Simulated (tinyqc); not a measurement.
Short-channel transistor, virtual-source model with series resistance: one step of the calculation.

The current per gate width is the charge at the top of the source barrier (the virtual source) times its velocity times a saturation function; al and be are fitting constants of the model. Units: I in uA/um, Rs in ohm um, so I Rs = 1e-6 I Rs in volts; Q in uC/cm^2, so I = 1e-4 Q vx0 Fsat with vx0 in cm/s.

Problem. Current through the series resistance. Intrinsic voltages Vg' = Vgs - I Rs, Vd' = Vds - 2 I Rs. n = n0 + nd Vd', VT = VT0 - dl Vd', Ff = 1/(1 + exp((Vg' - VT + al Vt/2)/(al Vt))), Q = Cinv n Vt ln(1 + exp((Vg' - VT + al Vt Ff)/(n Vt))), Vdsat = (vx0 L/mu)(1 - Ff) + Vt Ff, Fsat = u/(1 + u^be)^(1/be) with u = Vd'/Vdsat, and I(out) = Q vx0 Fsat per width. (Fsat takes the sign of u.) I(new) = I(out).

Parameters, values chosen for the exercise:

| symbol | value | unit | meaning |
|---|---|---|---|
| T | 300 | K | temperature |
| Cinv | 1.39 | uF/cm^2 | inversion capacitance |
| vx0 | 2.33e7 | cm/s | velocity at the virtual source |
| mu | 280 | cm^2/(V s) | apparent mobility |
| L | 16 | nm | channel length |
| VT0 | 0.45 | V | threshold at zero drain voltage |
| dl | 0.04 | V/V | drain-induced barrier lowering |
| n0 | 1.41 |  | subthreshold factor |
| nd | 0 | 1/V | growth of n with drain voltage |
| al | 3.5 |  | threshold shift (in units of Vt) from weak to strong inversion |
| be | 1.4 |  | sharpness of saturation |
| Rs | 150 | ohm um | series resistance of each contact |
| Vgs | 0.9 | V | gate voltage |
| Vds | 0.9 | V | drain voltage |

Constants: q = 1.602176634e-19 C, kB = 1.380649e-23 J/K, Vt = kB T/q. Results are converted to the units shown.

I after iteration 2 = 711.47119 uA/um

Wanted: Vg'; Vd'; VT; Ff; Q; Vdsat; Fsat; I(out); I after iteration 3.

Solution.

Vg' = 0.79328 V
Vd' = 0.68656 V
VT = 0.42254 V
Ff = 0.0099774
Q = 0.51659 uC/cm^2
Vdsat = 0.13207 V
Fsat = 0.93450
I(out) = 1124.8 uA/um
I after iteration 3 = 1124.8 uA/um

Computed by the program tinyqc: `OMP_NUM_THREADS=1 python tinyqc.py 2380094 2380095 out.jsonl`, one thread of a shared Intel Xeon 2.30GHz, about 0.01 s for the whole run.
